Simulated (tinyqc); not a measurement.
Solubility, supersaturation, precipitation and gettering of an impurity in a silicon-like host: one step, computed by the program tinyqc. Command: `OMP_NUM_THREADS=1 python tinyqc.py 3021375 3021376 out.jsonl ripen walk`. One thread of a shared host (Intel(R) Xeon(R) Processor @ 2.30GHz), about 0.01 s of CPU time with the checks.

The wafer was saturated at T1 and is then held at T.

Problem. Ham's law for sinks of fixed radius. tau0 = 1/(4 pi n r0 D); C_fixed(t) = C_eq + (C0 - C_eq) exp(-t/tau0). If all excess precipitates, the final radius is r_f = [r0^3 + 3 (C0 - C_eq)/(4 pi n C_p)]^(1/3), with tau_f = 1/(4 pi n r_f D).

Inputs (values chosen for the exercise, modelled on gold in silicon):
```
quantity                                   value    unit
temperature of saturation T1                1375       K
anneal temperature T                         934       K
sink density n                           2.7e+10  1/cm^3
initial sink radius r0                       4.4      nm
impurity density in the precipitate C_p  5.6e+22  1/cm^3
anneal time t                               2100       s
```

D(T) = 1.156021e-10 cm^2/s

C_eq(T) = 2.867229e+13 1/cm^3

C0 = 6.274067e+16 1/cm^3

Give: tau0; C_fixed(t); final radius r_f; tau_f.

Solution.

tau0 = 57944 s

C_fixed(t) = 6.051e+16 1/cm^3

final radius r_f = 21.53 nm

tau_f = 11839 s

The sinks grow 4.9 times, so the fixed radius underrates the later rate. Caution: the barrier to homogeneous nucleation is below 35 k_B T for these inputs, so new precipitates would form and outnumber the fixed sinks assumed here.
